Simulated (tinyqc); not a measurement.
Abrupt p-n junction, non-linear Poisson equation by Newton steps: two steps of the calculation.

One dimension, p side on the left, n side on the right; net doping C = -Na for x < 0 and +Nd for x > 0. The potential psi is counted from the intrinsic level, and the quasi-Fermi potentials are flat: 0 for holes and -V for electrons, so n = ni exp((psi + V)/Vt) and p = ni exp(-psi/Vt) (Boltzmann statistics, full ionisation, no current).

Values chosen for this exercise; band and dielectric values close to those of gallium nitride: temperature T = 300 K; band gap Eg = 3.43 eV; relative permittivity eps_r = 9.62; conduction-band density of states at T Nc = 2.27e18 cm^-3; valence-band density of states at T Nv = 4.59e19 cm^-3; acceptor density of the p side Na = 9.8e17 cm^-3; donor density of the n side Nd = 6.9e15 cm^-3; bias of the p side against the n side V = 0.4 V.

Constants: q = 1.602176634e-19 C, kB = 1.380649e-23 J/K, Vt = kB T/q, eps0 = 8.8541878128e-14 F/cm where lengths are in cm. Results are converted to the units shown.

Task 1. Intrinsic density, end potentials and Debye lengths. ni = sqrt(Nc Nv) exp(-Eg/(2 Vt)), Eg in volts; psi_p = -Vt ln(Na/ni), psi_n = Vt ln(Nd/ni) - V; Debye length sqrt(eps0 eps_r Vt/(q N)).

Give: ni; psi_p; psi_n; Debye length, p side; Debye length, n side.

Result 1.

ni = 1.578e-10 cm^-3
psi_p = -1.654 V
psi_n = 1.126 V
Debye length, p side = 3.745 nm
Debye length, n side = 44.63 nm

Task 2. Newton step. Solve the tridiagonal system a_(i-1) d_(i-1) + b_i d_i + a_i d_(i+1) = -F_i for nodes 1 to 9, with d = 0 on fixed nodes. If the largest |d| exceeds 4 Vt, the whole step is scaled down so that it equals 4 Vt.

coupling a_i, interval 0 to 9 (F/cm^2): 1.0387474e-6  1.1996801e-6  1.3963490e-6  1.6317488e-6  1.8802933e-6  2.1840330e-6  5.5130930e-7  1.3849965e-7  3.4894423e-8  8.8084061e-9

```
node  diagonal b (F/cm^2)  residual F (C/cm^2)
1           -4.9010632e-6        -5.2054053e-8
2           -4.0503719e-6        -6.5507633e-8
3           -3.8580929e-6        -6.5053958e-8
4           -3.9891350e-6        -6.0282348e-8
5           -4.3321925e-6        -5.4349981e-8
6           -3.1240314e-6         8.8562320e-9
7           -9.8427374e-7         1.2860287e-8
8           -1.7459901e-7         1.5478793e-8
9           -4.3702829e-8         5.9841694e-8
```

psi after iteration 2, node 0 to 10 (V): -1.6544204  -1.6400273  -1.6282097  -1.6176816  -1.6072270  -1.5960653  -1.5842095  -1.5413447  -1.3635383  -0.6992003  1.1262970

Find: Newton step d, before damping; psi after iteration 3.

Result 2.

Newton step d, before damping, node 1 to 9 (V): -0.0210  -0.0426  -0.0585  -0.0619  -0.0486  -0.0182  0.0732  0.5002  1.7687
psi after iteration 3, node 0 to 10 (V): -1.6544  -1.6413  -1.6307  -1.6211  -1.6108  -1.5989  -1.5853  -1.5371  -1.3343  -0.5958  1.1263

Numbers from tinyqc (`OMP_NUM_THREADS=1 python tinyqc.py 2000120 2000121 out.jsonl`; about 0.03 s on one thread of a shared Intel Xeon 2.30GHz).
